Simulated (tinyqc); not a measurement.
UKS/BP86 in the sto-3g basis, for H4+, spin multiplicity 2, step by step (part 1 of 2). Computed by tinyqc, a small Python program that keeps every step (integrals from PySCF). Settings: charge = 1, multiplicity = 2, basis = sto-3g, energy threshold = 1e-09, iteration cap = 74, orthogonalisation = canonical, start = highest core orbitals, DIIS depth = 3, damping = 0.7, method = UKS, functional = b88,p86, grid = [30, 26]. Command: `OMP_NUM_THREADS=1 python tinyqc.py 23226 23227 out.jsonl` (the two numbers bound the seeds that draw the settings). One thread of a shared host (Intel(R) Xeon(R) Processor @ 2.60GHz), about 2 s of CPU time with the checks. Later iterations appear only in the table of the cycle.

## One-electron integrals

Geometry (angstrom):
```
atom         x         y         z
H     0.000000  0.000000  0.000000
H     0.000000  0.000000  1.171000
H     0.000000  0.000000  2.978000
H     0.000000  0.000000  4.150000
```

Basis sto-3g: exponents (1/bohr^2) and contraction coefficients of normalised primitives:
```
element  l (shell)  exponent  coefficient
H            s (1)  3.425251     0.154329
H            s (1)  0.623914     0.535328
H            s (1)  0.168855     0.444635
```

Overlap, kinetic and nuclear-attraction integrals over the contracted functions; the nuclear repulsion is the sum of Za Zb / Rab.

nuclear repulsion = 1.67911079 hartree

overlap S, order 1H 1s, 2H 1s, 3H 1s, 4H 1s:
$$\begin{pmatrix}
1.000000 & 0.401807 & 0.019129 & 0.001200 \\
0.401807 & 1.000000 & 0.162314 & 0.019089 \\
0.019129 & 0.162314 & 1.000000 & 0.401291 \\
0.001200 & 0.019089 & 0.401291 & 1.000000
\end{pmatrix}$$

kinetic energy T (hartree), order 1H 1s, 2H 1s, 3H 1s, 4H 1s:
$$\begin{pmatrix}
0.760032 & 0.059509 & -0.006823 & -0.000867 \\
0.059509 & 0.760032 & -0.006373 & -0.006814 \\
-0.006823 & -0.006373 & 0.760032 & 0.059270 \\
-0.000867 & -0.006814 & 0.059270 & 0.760032
\end{pmatrix}$$

nuclear attraction V (hartree), order 1H 1s, 2H 1s, 3H 1s, 4H 1s:
$$\begin{pmatrix}
-1.976651 & -0.744560 & -0.030874 & -0.001837 \\
-0.744560 & -2.141636 & -0.275243 & -0.030804 \\
-0.030874 & -0.275243 & -2.141344 & -0.743336 \\
-0.001837 & -0.030804 & -0.743336 & -1.976240
\end{pmatrix}$$

core Hamiltonian H = T + V (hartree), order 1H 1s, 2H 1s, 3H 1s, 4H 1s:
$$\begin{pmatrix}
-1.216619 & -0.685051 & -0.037697 & -0.002704 \\
-0.685051 & -1.381604 & -0.281617 & -0.037619 \\
-0.037697 & -0.281617 & -1.381312 & -0.684066 \\
-0.002704 & -0.037619 & -0.684066 & -1.216208
\end{pmatrix}$$

## Two-electron integrals

Functions are numbered as in S; the eight-fold symmetry (ij|kl) = (ji|kl) = (kl|ij) leaves the list below.

Two-electron integrals (ij|kl) in chemists' order, unique and non-zero (hartree):
```
(11|11) 0.774606   (21|11) 0.237509   (21|21) 0.099054   (22|11) 0.425975
(22|21) 0.237509   (22|22) 0.774606   (31|11) 0.006897   (31|21) 0.003431
(31|22) 0.010240   (31|31) 0.000169   (32|11) 0.042611   (32|21) 0.023355
(32|22) 0.079994   (32|31) 0.001444   (32|32) 0.014047   (33|11) 0.177684
(33|21) 0.089812   (33|22) 0.290848   (33|31) 0.006897   (33|32) 0.079994
(33|33) 0.774606   (41|11) 0.000313   (41|21) 0.000165   (41|22) 0.000538
(41|31) 0.000010   (41|32) 0.000095   (41|33) 0.000539   (41|41) 6.51e-07
(42|11) 0.003926   (42|21) 0.002062   (42|22) 0.006880   (42|31) 0.000139
(42|32) 0.001441   (42|33) 0.010219   (42|41) 0.000010   (42|42) 0.000168
(43|11) 0.059901   (43|21) 0.029091   (43|22) 0.089680   (43|31) 0.002063
(43|32) 0.023319   (43|33) 0.237131   (43|41) 0.000165   (43|42) 0.003419
(43|43) 0.098776   (44|11) 0.127513   (44|21) 0.059968   (44|22) 0.177625
(44|31) 0.003933   (44|32) 0.042590   (44|33) 0.425692   (44|41) 0.000313
(44|42) 0.006880   (44|43) 0.237131   (44|44) 0.774606
```

## Orthogonalisation

S = U s U^T; canonical form X = U s^(-1/2), so that X^T S X = 1. Each column of U has its largest component positive (the first on a tie).

eigenvalues of S: [0.527410, 0.653456, 1.309075, 1.510059]

X, order 1H 1s, 2H 1s, 3H 1s, 4H 1s:
$$\begin{pmatrix}
-0.614943 & 0.673106 & -0.479405 & 0.367219 \\
0.757381 & -0.555948 & -0.388766 & 0.443967 \\
-0.754854 & -0.558722 & 0.389980 & 0.443038 \\
0.611941 & 0.675281 & 0.480464 & 0.366041
\end{pmatrix}$$

## Starting guess

The start is the highest orbitals of the core Hamiltonian (a deliberately bad start); D(s) = C_occ C_occ^T for each spin.

D(alpha) at the start, order 1H 1s, 2H 1s, 3H 1s, 4H 1s:
$$\begin{pmatrix}
1.030547 & -0.797033 & 0.123398 & 0.044641 \\
-0.797033 & 0.640596 & -0.218306 & 0.123105 \\
0.123398 & -0.218306 & 0.639507 & -0.796130 \\
0.044641 & 0.123105 & -0.796130 & 1.030155
\end{pmatrix}$$

D(beta) at the start, order 1H 1s, 2H 1s, 3H 1s, 4H 1s:
$$\begin{pmatrix}
0.493850 & -0.460783 & 0.459977 & -0.492854 \\
-0.460783 & 0.429931 & -0.429179 & 0.459854 \\
0.459977 & -0.429179 & 0.428428 & -0.459050 \\
-0.492854 & 0.459854 & -0.459050 & 0.491861
\end{pmatrix}$$

## Iteration 1: exchange-correlation on the grid

Becke grid with 30 radial and 26 angular points per atom, points of zero weight dropped. rho = sum D_ij phi_i phi_j; V_xc,ij = sum w v_xc phi_i phi_j plus the gradient terms; v_xc is d(rho eps)/d rho(s) for spin s at fixed gradient.

The 16 grid points with the largest w rho, of 3078 (bohr, atomic units):
```
x                  y          z         w  rho(alpha)  rho(beta)     eps_xc  v_xc(alpha)
0.000000    0.000000  -1.076870  0.141900    0.038446   0.018012  -0.360666    -0.441820
0.000000    0.000000   8.919234  0.141900    0.038444   0.017944  -0.360596    -0.441756
0.000000    0.000000  -1.295762  0.234895    0.023047   0.010798  -0.314426    -0.372027
0.000000    0.000000   9.138125  0.234895    0.023046   0.010758  -0.314367    -0.371967
0.000000    0.000000  -0.885865  0.083565    0.060774   0.028479  -0.412531    -0.511633
0.000000    0.000000   8.728229  0.083565    0.060770   0.028372  -0.412451    -0.511564
0.000000    0.000000  -1.545546  0.380750    0.012520   0.005867  -0.270947    -0.300197
0.000000    0.000000   9.387909  0.380750    0.012519   0.005845  -0.270899    -0.300142
0.000000    0.000000  -0.720162  0.047743    0.093427   0.043807  -0.469304    -0.586685
0.000000   -1.076870   0.000000  0.141662    0.031895   0.014329  -0.346631    -0.410629
1.076870    0.000000   0.000000  0.141662    0.031895   0.014329  -0.346631    -0.410629
0.000000    1.076870   0.000000  0.141662    0.031895   0.014329  -0.346631    -0.410629
-1.076870   0.000000   0.000000  0.141662    0.031895   0.014329  -0.346631    -0.410629
1.076870    0.000000   7.842363  0.141663    0.031911   0.014282  -0.346609    -0.410653
-1.076870   0.000000   7.842363  0.141663    0.031911   0.014282  -0.346609    -0.410653
0.000000    1.076870   7.842363  0.141663    0.031911   0.014282  -0.346609    -0.410653
```

electrons on the grid, sum of w rho = 2.999946

E_xc = sum of w rho eps_xc = -1.15321195 hartree

V_xc(alpha) (hartree), order 1H 1s, 2H 1s, 3H 1s, 4H 1s:
$$\begin{pmatrix}
-0.458169 & -0.127277 & -0.004676 & -0.000267 \\
-0.127277 & -0.379511 & -0.045161 & -0.004664 \\
-0.004676 & -0.045161 & -0.379379 & -0.127059 \\
-0.000267 & -0.004664 & -0.127059 & -0.458198
\end{pmatrix}$$

V_xc(beta) (hartree), order 1H 1s, 2H 1s, 3H 1s, 4H 1s:
$$\begin{pmatrix}
-0.394251 & -0.117380 & -0.004324 & -0.000248 \\
-0.117380 & -0.353708 & -0.040656 & -0.004321 \\
-0.004324 & -0.040656 & -0.353974 & -0.117585 \\
-0.000248 & -0.004321 & -0.117585 & -0.394412
\end{pmatrix}$$

## Iteration 1: building the Kohn-Sham matrix

J_ij = sum D_kl (ij|kl) with D = D(alpha) + D(beta); F = H + J + V_xc; E = tr D H + tr D J / 2 + E_xc + E_nn.

Coulomb J (hartree), order 1H 1s, 2H 1s, 3H 1s, 4H 1s:
$$\begin{pmatrix}
1.229964 & 0.457306 & 0.019496 & 0.001175 \\
0.457306 & 1.152831 & 0.168638 & 0.019448 \\
0.019496 & 0.168638 & 1.152031 & 0.456380 \\
0.001175 & 0.019448 & 0.456380 & 1.229140
\end{pmatrix}$$

F(alpha) (hartree), order 1H 1s, 2H 1s, 3H 1s, 4H 1s:
$$\begin{pmatrix}
-0.444824 & -0.355021 & -0.022877 & -0.001795 \\
-0.355021 & -0.608284 & -0.158139 & -0.022835 \\
-0.022877 & -0.158139 & -0.608660 & -0.354744 \\
-0.001795 & -0.022835 & -0.354744 & -0.445266
\end{pmatrix}$$

F(beta) (hartree), order 1H 1s, 2H 1s, 3H 1s, 4H 1s:
$$\begin{pmatrix}
-0.380906 & -0.345124 & -0.022525 & -0.001776 \\
-0.345124 & -0.582481 & -0.153635 & -0.022492 \\
-0.022525 & -0.153635 & -0.583255 & -0.345271 \\
-0.001776 & -0.022492 & -0.345271 & -0.381480
\end{pmatrix}$$

total energy of this density = -0.54411851 hartree

This density is the starting one.

## Iteration 1: diagonalisation and new density

Diagonalise F' = X^T F X, C = X C', fill 2 alpha and 1 beta electrons from the bottom; D(s) = C_occ C_occ^T; the new density keeps 0.7 of the old one (damping). Each column has its largest component positive (the first on a tie).

F' = X^T F X (alpha) (hartree):
$$\begin{pmatrix}
-0.232500 & -0.000287 & 0.086533 & -0.000268 \\
-0.000287 & -0.314722 & 0.000214 & 0.086560 \\
0.086533 & 0.000214 & -0.588935 & -0.000260 \\
-0.000268 & 0.086560 & -0.000260 & -0.667387
\end{pmatrix}$$

orbital energies (alpha) (hartree): MO1 -0.687489, MO2 -0.608831, MO3 -0.294622, MO4 -0.212602

coefficients C (alpha), order 1H 1s, 2H 1s, 3H 1s, 4H 1s:
$$\begin{pmatrix}
0.204018 & 0.330581 & 0.735917 & 0.709524 \\
0.556825 & 0.550058 & -0.439138 & -0.652296 \\
0.559321 & -0.547761 & -0.445996 & 0.646954 \\
0.205243 & -0.329942 & 0.743361 & -0.701238
\end{pmatrix}$$

F' = X^T F X (beta) (hartree):
$$\begin{pmatrix}
-0.177657 & -0.000188 & 0.109379 & -0.000236 \\
-0.000188 & -0.253033 & 0.000331 & 0.105150 \\
0.109379 & 0.000331 & -0.546151 & -0.000505 \\
-0.000236 & 0.105150 & -0.000505 & -0.631846
\end{pmatrix}$$

orbital energies (beta) (hartree): MO1 -0.659079, MO2 -0.576169, MO3 -0.225804, MO4 -0.147635

coefficients C (beta), order 1H 1s, 2H 1s, 3H 1s, 4H 1s:
$$\begin{pmatrix}
0.184465 & 0.301203 & 0.741781 & 0.721745 \\
0.566060 & 0.578505 & -0.425848 & -0.628100 \\
0.572047 & -0.572712 & -0.430853 & 0.624077 \\
0.187344 & -0.299696 & 0.747361 & -0.715432
\end{pmatrix}$$

D(alpha) after iteration 1, order 1H 1s, 2H 1s, 3H 1s, 4H 1s:
$$\begin{pmatrix}
0.766655 & -0.469291 & 0.066288 & 0.011089 \\
-0.469291 & 0.632203 & -0.149771 & 0.066013 \\
0.066288 & -0.149771 & 0.631519 & -0.468633 \\
0.011089 & 0.066013 & -0.468633 & 0.766404
\end{pmatrix}$$

D(beta) after iteration 1, order 1H 1s, 2H 1s, 3H 1s, 4H 1s:
$$\begin{pmatrix}
0.355903 & -0.291223 & 0.353641 & -0.334630 \\
-0.291223 & 0.397079 & -0.203281 & 0.353713 \\
0.353641 & -0.203281 & 0.398071 & -0.289184 \\
-0.334630 & 0.353713 & -0.289184 & 0.354832
\end{pmatrix}$$

## Iteration 2: exchange-correlation on the grid

As before.

The 16 grid points with the largest w rho, of 3078 (bohr, atomic units):
```
x                  y          z         w  rho(alpha)  rho(beta)     eps_xc  v_xc(alpha)
0.000000    0.000000  -1.076870  0.141900    0.029322   0.013227  -0.334275    -0.403214
0.000000    0.000000   8.919234  0.141900    0.029321   0.013197  -0.334238    -0.403175
0.000000    0.000000  -1.295762  0.234895    0.017574   0.007928  -0.292123    -0.339113
0.000000    0.000000   9.138125  0.234895    0.017574   0.007910  -0.292091    -0.339076
0.000000    0.000000  -0.885865  0.083565    0.046344   0.020910  -0.381931    -0.466931
0.000000    0.000000   8.728229  0.083565    0.046341   0.020863  -0.381887    -0.466889
0.000000    0.000000  -1.545546  0.380750    0.009545   0.004307  -0.252813    -0.272700
0.000000    0.000000   9.387909  0.380750    0.009544   0.004297  -0.252787    -0.272667
-1.076870   0.000000   7.842363  0.141663    0.025758   0.011041  -0.325147    -0.382869
0.000000    1.076870   7.842363  0.141663    0.025758   0.011041  -0.325147    -0.382869
1.076870    0.000000   7.842363  0.141663    0.025758   0.011041  -0.325147    -0.382869
0.000000   -1.076870   7.842363  0.141663    0.025758   0.011041  -0.325147    -0.382869
0.000000   -1.076870   0.000000  0.141662    0.025749   0.011048  -0.325148    -0.382827
0.000000    1.076870   0.000000  0.141662    0.025749   0.011048  -0.325148    -0.382827
-1.076870   0.000000   0.000000  0.141662    0.025749   0.011048  -0.325148    -0.382827
1.076870    0.000000   0.000000  0.141662    0.025749   0.011048  -0.325148    -0.382827
```

electrons on the grid, sum of w rho = 3.000876

E_xc = sum of w rho eps_xc = -1.05923658 hartree

V_xc(alpha) (hartree), order 1H 1s, 2H 1s, 3H 1s, 4H 1s:
$$\begin{pmatrix}
-0.445049 & -0.144301 & -0.005359 & -0.000304 \\
-0.144301 & -0.420099 & -0.049703 & -0.005348 \\
-0.005359 & -0.049703 & -0.420120 & -0.144117 \\
-0.000304 & -0.005348 & -0.144117 & -0.445096
\end{pmatrix}$$

V_xc(beta) (hartree), order 1H 1s, 2H 1s, 3H 1s, 4H 1s:
$$\begin{pmatrix}
-0.374167 & -0.123306 & -0.004714 & -0.000270 \\
-0.123306 & -0.377085 & -0.044265 & -0.004709 \\
-0.004714 & -0.044265 & -0.377672 & -0.123341 \\
-0.000270 & -0.004709 & -0.123341 & -0.374247
\end{pmatrix}$$

## Iteration 2: building the Kohn-Sham matrix

As before.

Coulomb J (hartree), order 1H 1s, 2H 1s, 3H 1s, 4H 1s:
$$\begin{pmatrix}
1.160656 & 0.464049 & 0.020679 & 0.001259 \\
0.464049 & 1.234448 & 0.181858 & 0.020640 \\
0.020679 & 0.181858 & 1.235181 & 0.463651 \\
0.001259 & 0.020640 & 0.463651 & 1.160957
\end{pmatrix}$$

F(alpha) (hartree), order 1H 1s, 2H 1s, 3H 1s, 4H 1s:
$$\begin{pmatrix}
-0.501012 & -0.365303 & -0.022377 & -0.001749 \\
-0.365303 & -0.567255 & -0.149461 & -0.022327 \\
-0.022377 & -0.149461 & -0.566251 & -0.364532 \\
-0.001749 & -0.022327 & -0.364532 & -0.500348
\end{pmatrix}$$

F(beta) (hartree), order 1H 1s, 2H 1s, 3H 1s, 4H 1s:
$$\begin{pmatrix}
-0.430131 & -0.344308 & -0.021732 & -0.001714 \\
-0.344308 & -0.524240 & -0.144024 & -0.021688 \\
-0.021732 & -0.144024 & -0.523803 & -0.343756 \\
-0.001714 & -0.021688 & -0.343756 & -0.429499
\end{pmatrix}$$

total energy of this density = -0.91569397 hartree

This density is a damped mixture and is not idempotent.

## Iteration 2: DIIS over 2 matrices

error matrix X^T (FDS - SDF) X (alpha):
$$\begin{pmatrix}
0.000000 & -0.000008 & 0.018523 & 0.000001 \\
0.000008 & 0.000000 & 0.000108 & 0.011868 \\
-0.018523 & -0.000108 & 0.000000 & 0.000007 \\
-0.000001 & -0.011868 & -0.000007 & 0.000000
\end{pmatrix}$$

B (overlaps of the stored error matrices):
$$\begin{pmatrix}
1.2987091e-03 & -1.5392795e-03 \\
-1.5392795e-03 & 2.5906560e-03
\end{pmatrix}$$

Minimise |sum c_i e_i|^2 with sum c_i = 1: solve [B -1; -1 0][c; lambda] = [0; -1] with B_ij = tr e_i^T e_j summed over both spins, and take F = sum c_i F_i.

DIIS coefficients: [0.592707, 0.407293]

extrapolated F(alpha) (hartree), order 1H 1s, 2H 1s, 3H 1s, 4H 1s:
$$\begin{pmatrix}
-0.467709 & -0.359209 & -0.022673 & -0.001776 \\
-0.359209 & -0.591573 & -0.154605 & -0.022628 \\
-0.022673 & -0.154605 & -0.591387 & -0.358731 \\
-0.001776 & -0.022628 & -0.358731 & -0.467700
\end{pmatrix}$$

extrapolated F(beta) (hartree), order 1H 1s, 2H 1s, 3H 1s, 4H 1s:
$$\begin{pmatrix}
-0.400955 & -0.344792 & -0.022202 & -0.001751 \\
-0.344792 & -0.558760 & -0.149720 & -0.022164 \\
-0.022202 & -0.149720 & -0.559041 & -0.344654 \\
-0.001751 & -0.022164 & -0.344654 & -0.401037
\end{pmatrix}$$

## Iteration 2: diagonalisation and new density

As before.

F' = X^T F X (alpha) (hartree):
$$\begin{pmatrix}
-0.226218 & -0.000018 & 0.066319 & -0.000281 \\
-0.000018 & -0.316717 & 0.000168 & 0.064485 \\
0.066319 & 0.000168 & -0.598509 & -0.000001 \\
-0.000281 & 0.064485 & -0.000001 & -0.667925
\end{pmatrix}$$

orbital energies (alpha) (hartree): MO1 -0.679390, MO2 -0.609970, MO3 -0.305251, MO4 -0.214757

coefficients C (alpha), order 1H 1s, 2H 1s, 3H 1s, 4H 1s:
$$\begin{pmatrix}
0.243398 & -0.368037 & 0.726498 & 0.688049 \\
0.534960 & -0.511667 & -0.469650 & -0.679995 \\
0.533482 & 0.513230 & -0.472528 & 0.677534 \\
0.242490 & 0.368878 & 0.729430 & -0.684374
\end{pmatrix}$$

F' = X^T F X (beta) (hartree):
$$\begin{pmatrix}
-0.169929 & -0.000001 & 0.085859 & -0.000209 \\
-0.000001 & -0.254893 & 0.000304 & 0.081740 \\
0.085859 & 0.000304 & -0.549093 & -0.000220 \\
-0.000209 & 0.081740 & -0.000220 & -0.625675
\end{pmatrix}$$

orbital energies (beta) (hartree): MO1 -0.642896, MO2 -0.567628, MO3 -0.237673, MO4 -0.151393

coefficients C (beta), order 1H 1s, 2H 1s, 3H 1s, 4H 1s:
$$\begin{pmatrix}
0.219175 & 0.340075 & 0.734170 & 0.702290 \\
0.547744 & 0.541152 & -0.452982 & -0.657943 \\
0.549994 & -0.539179 & -0.454895 & 0.655902 \\
0.220371 & -0.339272 & 0.736414 & -0.699523
\end{pmatrix}$$

D(alpha) after iteration 2, order 1H 1s, 2H 1s, 3H 1s, 4H 1s:
$$\begin{pmatrix}
0.595067 & -0.232947 & 0.028690 & -0.015260 \\
-0.232947 & 0.606938 & -0.098003 & 0.028503 \\
0.028690 & -0.098003 & 0.606466 & -0.232438 \\
-0.015260 & 0.028503 & -0.232438 & 0.594945
\end{pmatrix}$$

D(beta) after iteration 2, order 1H 1s, 2H 1s, 3H 1s, 4H 1s:
$$\begin{pmatrix}
0.263543 & -0.167840 & 0.283712 & -0.219751 \\
-0.167840 & 0.367962 & -0.051920 & 0.283811 \\
0.283712 & -0.051920 & 0.369398 & -0.166068 \\
-0.219751 & 0.283811 & -0.166068 & 0.262951
\end{pmatrix}$$

## Iteration 58 (converged): orbitals

converged F(alpha) (hartree), order 1H 1s, 2H 1s, 3H 1s, 4H 1s:
$$\begin{pmatrix}
-0.541937 & -0.372860 & -0.022122 & -0.001723 \\
-0.372860 & -0.539611 & -0.144585 & -0.022081 \\
-0.022122 & -0.144585 & -0.539730 & -0.372469 \\
-0.001723 & -0.022081 & -0.372469 & -0.542109
\end{pmatrix}$$

converged F(beta) (hartree), order 1H 1s, 2H 1s, 3H 1s, 4H 1s:
$$\begin{pmatrix}
-0.463495 & -0.350827 & -0.021724 & -0.001710 \\
-0.350827 & -0.504102 & -0.142664 & -0.021683 \\
-0.021724 & -0.142664 & -0.504153 & -0.350422 \\
-0.001710 & -0.021683 & -0.350422 & -0.463492
\end{pmatrix}$$

Diagonalise F' = X^T F X, C = X C', fill 2 alpha and 1 beta electrons from the bottom; D(s) = C_occ C_occ^T. Each column has its largest component positive (the first on a tie).

F' = X^T F X (alpha) (hartree):
$$\begin{pmatrix}
-0.207980 & -0.000093 & 0.001455 & 0.000014 \\
-0.000093 & -0.326062 & -0.000036 & -0.005284 \\
0.001455 & -0.000036 & -0.630747 & -0.000085 \\
0.000014 & -0.005284 & -0.000085 & -0.672116
\end{pmatrix}$$

orbital energies (alpha) (hartree): MO1 -0.672197, MO2 -0.630751, MO3 -0.325981, MO4 -0.207975

coefficients C (alpha), order 1H 1s, 2H 1s, 3H 1s, 4H 1s:
$$\begin{pmatrix}
0.376486 & 0.477986 & 0.666990 & -0.617104 \\
0.434604 & 0.392326 & -0.562020 & 0.756493 \\
0.435284 & -0.391619 & -0.566057 & -0.753051 \\
0.377271 & -0.477657 & 0.670044 & 0.613073
\end{pmatrix}$$

F' = X^T F X (beta) (hartree):
$$\begin{pmatrix}
-0.150596 & -0.000036 & 0.022521 & -0.000049 \\
-0.000036 & -0.265111 & 0.000076 & 0.019272 \\
0.022521 & 0.000076 & -0.568204 & -0.000042 \\
-0.000049 & 0.019272 & -0.000042 & -0.621669
\end{pmatrix}$$

orbital energies (beta) (hartree): MO1 -0.622708, MO2 -0.569415, MO3 -0.264072, MO4 -0.149385

coefficients C (beta), order 1H 1s, 2H 1s, 3H 1s, 4H 1s:
$$\begin{pmatrix}
0.330031 & -0.446136 & 0.691587 & -0.640043 \\
0.472969 & -0.429128 & -0.531132 & 0.735525 \\
0.472739 & 0.429696 & -0.534187 & -0.732712 \\
0.329603 & 0.446470 & 0.694307 & 0.636610
\end{pmatrix}$$

D(alpha) after iteration 58, order 1H 1s, 2H 1s, 3H 1s, 4H 1s:
$$\begin{pmatrix}
0.370212 & 0.351149 & -0.023310 & -0.086276 \\
0.351149 & 0.342801 & 0.035534 & -0.023434 \\
-0.023310 & 0.035534 & 0.342837 & 0.351280 \\
-0.086276 & -0.023434 & 0.351280 & 0.370490
\end{pmatrix}$$

D(beta) after iteration 58, order 1H 1s, 2H 1s, 3H 1s, 4H 1s:
$$\begin{pmatrix}
0.108920 & 0.156094 & 0.156018 & 0.108779 \\
0.156094 & 0.223700 & 0.223591 & 0.155892 \\
0.156018 & 0.223591 & 0.223482 & 0.155816 \\
0.108779 & 0.155892 & 0.155816 & 0.108638
\end{pmatrix}$$
